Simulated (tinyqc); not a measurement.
Worked calculation: single-band model of a thermoelectric material. Computed by tinyqc, a small Python program that keeps every step. Command: `OMP_NUM_THREADS=1 python tinyqc.py 3023171 3023172 out.jsonl thermo walk`. One thread of a shared host (Intel(R) Xeon(R) Processor @ 2.30GHz), about 0.01 s of CPU time with the checks. Intermediate numbers are printed to about 5 digits and carried at full precision; extremes and crossings named in words are read from the listed rows.

One spherical band, one scattering law, no minority carriers and no phonon drag. In a real material minority carriers limit |S| to about E_g/(2 e T), so larger values are formal. eta = E_F/(k_B T) is counted from the band edge; f = 1/(1 + exp(x - eta)).

Inputs (values chosen for the exercise, modelled on n-type SiGe): density-of-states mass m = 1.2 m_0; mobility parameter mu_300 = 350 cm^2/(V s); temperature exponent p = 2.5; lattice thermal conductivity kappa_L = 3.6 W/(m K); carrier density n = 6.9e+20 1/cm^3; temperature T = 900 K.

Band: parabolic. Scattering: acoustic phonons, r = -0.5.

Constants: m_0 = 9.1093837015e-31 kg; k_B = 1.380649e-23 J/K; hbar = 1.054571817e-34 J s; k_B = 8.617333262e-05 eV/K; e = 1.602176634e-19 C.

## Fermi level

With x = E/(k_B T), a = alpha k_B T (0 for a parabolic band), G = x (1 + a x), D = 1 + 2 a x and <y> = int y f (1 - f) dx, f = 1/(1 + exp(x - eta)): tau = tau_0 G^r/D; transport function s = G^(3/2 + r)/D^2; n = N_0 <G^(3/2)> with N_0 = (2 m k_B T)^(3/2)/(3 pi^2 hbar^3). Integrals over x = E/(k_B T) use 160 Gauss-Legendre points in u = sqrt(x) from 0 to sqrt(max(eta, 0) + 32). Solve for eta.

N_0 = 1.2894e+20 1/cm^3

reduced Fermi level eta = 2.7443

## Transport integrals

The formulas are those given above.

<s> = 2.8066

<x s> = 10.694

<x^2 s> = 48.136

<G^(3/2)> = 5.3513

<G^(3/2 + 2r)/D^4> = 1.5594

## Coefficients

sigma = e mu_0 N_0 <s> with mu_0 = e tau_0/m = mu_300 (T/300 K)^(-p); |S| = (k_B/e)(<x s>/<s> - eta); Lorenz number L = (k_B/e)^2 (<x^2 s>/<s> - (<x s>/<s>)^2); kappa_e = L sigma T; zT = S^2 sigma T/(kappa_L + kappa_e). Hall factor r_H = <G^(3/2)> <G^(3/2 + 2r)/D^4>/<s>^2; drift mobility sigma/(n e) with n = N_0 <G^(3/2)>; power factor S^2 sigma.

conductivity sigma = 1301.8 S/cm

Seebeck coefficient |S| = 91.874 microvolt/K

Lorenz number L = 1.9539 1e-8 V^2/K^2

drift mobility = 11.776 cm^2/(V s)

Hall factor r_H = 1.0594

power factor = 10.988 microwatt/(cm K^2)

kappa_e = 2.2893 W/(m K)

zT = 0.16793

L is 80 % of the degenerate value pi^2/3 (k_B/e)^2 = 2.443; the classical limit for this r is (r + 5/2)(k_B/e)^2 = 1.485. The charge carriers transport 39 % of the heat.

## Limiting formulas for the Seebeck coefficient

Classical: |S| = (k_B/e)[r + 5/2 - ln(n/N_c)], N_c = (3 sqrt(pi)/4) N_0. Degenerate (Mott): |S| = (pi^2/3)(k_B/e)(r + 3/2)/eta_F, eta_F = (n/N_0)^(2/3).

Seebeck coefficients:
```
formula        |S| (microvolt/K)  deviation (%)
full integral             91.874          0.000
classical                 52.337        -43.034
degenerate                92.664          0.860
```

At eta = 2.74 the degenerate formula is the closer one, off by 0.86 %; the other is out of its range.

## Best doping

Quality factor B = (k_B/e)^2 e mu_0 N_0 T/kappa_L; zT and the power factor are maximised over eta between -8 and 30.

quality factor B = 0.086109

eta of the largest zT = 0.13440

density of the largest zT = 1.4568e+20 1/cm^3

largest zT = 0.29821

|S| at the largest zT = 196.39 microvolt/K

eta of the largest power factor = 0.66812

density of the largest power factor = 2.1584e+20 1/cm^3

largest power factor = 13.985 microwatt/(cm K^2)

The sample is overdoped by a factor 4.74 and reaches 56 % of the best zT. zT peaks at a density 1.48 times lower than the power factor, because kappa_e grows with n.

## Against the Fermi level

The formulas are those given above.

The same material at other dopings:
```
eta  n (1/cm^3)  |S| (microvolt/K)  sigma (S/cm)  power factor (microwatt/(cm K^2))       zT
-4   3.1193e+18             517.82    8.4186e+00                              2.257  0.05626
-3   8.3875e+18             432.97    2.2537e+01                              4.225  0.10474
-2   2.2163e+19             350.24    5.8874e+01                              7.222  0.17663
-1   5.6186e+19             272.49    1.4530e+02                             10.789  0.25540
0    1.3115e+20             204.50    3.2151e+02                             13.446  0.29756
1    2.7007e+20             150.88    6.0914e+02                             13.866  0.27460
2    4.8400e+20             112.39    9.8655e+02                             12.461  0.21370
4    1.1161e+21              68.22    1.8638e+03                              8.673  0.10973
6    1.9620e+21              46.95    2.7842e+03                              6.136  0.05991
10   4.1283e+21              28.35    4.6384e+03                              3.727  0.02491
```

|S| falls and sigma rises with eta, so their product S^2 sigma peaks: among these rows at eta = 1, and zT at eta = 0, where |S| = 205 microvolt/K. zT stays above 90 % of its best row from n = 1.3e20 to 2.7e20 per cm^3.

Checks made by the program: |S| against (k_B/e)[(r + 5/2) F_(r+3/2)/((r + 3/2) F_(r+1/2)) - eta] by adaptive quadrature (relative difference 1e-10).
